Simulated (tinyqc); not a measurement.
Gain for each load and current direction: deformation-potential model of the X valleys of a conduction band.

Valleys with axes along x, y and z, one whole valley each. Herring-Vogt shift of a valley with unit axis a: dE = Xd tr(e) + Xu a.e.a. Non-degenerate shares n_i = exp(-dE_i/kT)/sum_j exp(-dE_j/kT). Inverse mass tensor of a valley: (1 - a a)/mt + a a/ml; the masses are taken as independent of strain.

s11 = (C11 + C12)/((C11 - C12)(C11 + 2 C12)), s12 = -C12/((C11 - C12)(C11 + 2 C12)), s44 = 1/C44; exx = s11 sxx + s12 (syy + szz) and cyclic, exy = s44 sxy/2; tension is positive. A uniaxial stress X along the unit vector n is s_ij = X n_i n_j.

Constants: kB = 8.617333262e-05 eV/K.

Parameters, chosen for this exercise (near those of GaP; shifted at random, so the results belong to these values and not to a real crystal):

| symbol | value | unit | meaning |
|---|---|---|---|
| ml | 1.936 | m0 | longitudinal mass |
| mt | 0.241 | m0 | transverse mass |
| Xd | 1.37 | eV | dilation potential |
| Xu | 6.57 | eV | uniaxial potential |
| C11 | 140.5 | GPa |  |
| C12 | 61.5 | GPa |  |
| C44 | 69.2 | GPa |  |
| X1 | 0.8 | GPa | size of the stress |
| T | 300 | K | temperature |

Each load has the size X1. Gain m_c(0)/m_c - 1 in per cent from repopulation alone, m_c = 1/(u.M.u), M = sum_i n_i (inverse mass tensor); biaxial means sxx = syy.

Gain (%); + is tension, - compression:

| load | [100] | [010] | [001] | [110] | [1-10] | [111] |
|---|---|---|---|---|---|---|
| uniaxial [110] (+) | 19.2 | 19.2 | -38.4 | 19.2 | 19.2 | 0.0 |
| uniaxial [110] (-) | -13.1 | -13.1 | 26.2 | -13.1 | -13.1 | 0.0 |
| uniaxial [100] (+) | 36.7 | -18.3 | -18.3 | 9.2 | 9.2 | 0.0 |
| uniaxial [100] (-) | -66.1 | 33.0 | 33.0 | -16.5 | -16.5 | 0.0 |
| uniaxial [111] (+) | 0.0 | 0.0 | 0.0 | 0.0 | 0.0 | 0.0 |
| uniaxial [111] (-) | 0.0 | 0.0 | 0.0 | 0.0 | 0.0 | 0.0 |
| biaxial (001) (+) | 33.0 | 33.0 | -66.1 | 33.0 | 33.0 | 0.0 |
| biaxial (001) (-) | -18.3 | -18.3 | 36.7 | -18.3 | -18.3 | 0.0 |

What does the comparison show, and why?

The largest gain is +36.7 %, for uniaxial [100] (+) with the current along [100] and biaxial (001) (-) with the current along [001]; for a [110] channel it is +33.0 %, under biaxial (001) (+). No gain or loss appears under uniaxial [111]: the valleys stay equivalent (in real silicon shear also changes the masses, which this model leaves out).

tinyqc: `OMP_NUM_THREADS=1 python tinyqc.py 1080158 1080159 out.jsonl`; about 0.02 s, one thread, shared Intel(R) Xeon(R) Processor @ 2.30GHz.
